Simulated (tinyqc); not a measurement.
Straight dislocations in isotropic elasticity: fields, energies, partials, Peierls stress and walls. Changing the Poisson ratio nu. Computed by tinyqc, a small Python program. Command: `OMP_NUM_THREADS=1 python tinyqc.py 3023376 3023377 out.jsonl disloc sweep`. One thread of a shared host (Intel(R) Xeon(R) Processor @ 2.30GHz), about 0.01 s of CPU time with the checks.

The line runs along z, the glide plane is y = 0, and beta is the angle between b and the line (0 screw, 90 degrees edge): b_e = b sin(beta) along +x with the extra half plane at y > 0, b_s = b cos(beta). Stress is positive in tension.

Inputs (values chosen for the exercise, modelled on copper): shear modulus G = 46.1 GPa; Burgers vector b = 2.556 angstrom; stacking-fault energy gamma = 43.6 mJ/m^2; dislocation density rho = 5.8e+11 1/m^2; core radius r0/b = 1; unstable fault energy gamma_us = 374 mJ/m^2.

Character: screw.

Constants: 1 eV/angstrom^3 = 160.2176634 GPa.

Method:
- Energy factor K = G [cos^2(beta) + sin^2(beta)/(1 - nu)].
- E = K b^2/(4 pi) ln(R/r0) with R = 1/(2 sqrt(rho)); tension T = E + d^2E/d(beta)^2 = G b^2 [1 + nu - 3 nu sin^2(beta)]/(4 pi (1 - nu)) ln(R/r0). The core energy is taken into r0.
- Shockley partials have b_p = b/sqrt(3) at the angles beta -/+ 30 degrees; their repulsion balances the fault at d = G b_p^2/(8 pi gamma) (2 - nu)/(1 - nu) [1 - 2 nu cos(2 beta)/(2 - nu)].
- Misfit energy gamma(u) = (gamma_us/2)(1 - cos(2 pi u/b)), so the largest restoring stress is tau_max = pi gamma_us/b; u(x) = b/2 + (b/pi) arctan(x/zeta), zeta = K b/(4 pi tau_max). Summing the misfit energy over atomic rows a' apart gives, for a wide core, W_P = (K b^2/pi) exp(-2 pi zeta/a') and sigma_P = (K b/a') exp(-2 pi zeta/a'); a' = b/2 for edge and 30-degree lines, b sqrt(3)/2 for screw and 60-degree lines.

One run for each value:
```
Poisson ratio nu  line energy E (eV/nm)  line tension T (eV/nm)  splitting width d (nm)  Peierls stress sigma_P (MPa)
0.12                             11.744                  14.948                  1.7074                        162.78
0.17                             11.744                  16.555                  1.6447                        162.78
0.21                             11.744                  17.988                  1.5888                        162.78
0.26                             11.744                  19.997                  1.5104                        162.78
0.31                             11.744                  22.297                  1.4207                        162.78
0.36                             11.744                  24.957                  1.3170                        162.78
0.40                             11.744                  27.404                  1.2216                        162.78
0.45                             11.744                  30.963                  1.0827                        162.78
```

Describe the trends.

Over the rows, line energy E (eV/nm) does not change; line tension T (eV/nm) rises from 14.9 to 31.0 (exponent d ln y / d ln x 0.29 between the first rows and 1.0 between the last); splitting width d (nm) falls from 1.71 to 1.08 (exponent d ln y / d ln x -0.11 between the first rows and -1.0 between the last).

Caution (all rows): real fcc metals have far lower Peierls stresses, since their dislocations are split into partials.
